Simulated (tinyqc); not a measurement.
## Ground and coupling capacitance from two measurements

Problem. A line has Cg to the planes and Cc to each of two neighbours. Find Cg, Cc, the load when both neighbours switch in antiphase, and the pulse on the line when it floats and both neighbours swing by Vx.

Inputs (values chosen for the exercise):
```
symbol,value,unit,meaning
Vx,1,V,swing
```

capacitance with neighbours driven alike and with neighbours grounded (aF/um): 64  182

Solution. Driven alike, Cc carries no charge, which leaves Cg; grounded neighbours give Cg + 2 Cc, antiphase Cg + 4 Cc; a floating line divides the swing as 2 Cc/(Cg + 2 Cc).

Cg = 64.0 aF/um
Cc = 59.0 aF/um
load in antiphase = 300 aF/um
pulse = 0.648 V

tinyqc, about 1 s, one thread, Intel Xeon 2.30GHz (shared host): `OMP_NUM_THREADS=1 python tinyqc.py 2790171 2790172 out.jsonl`
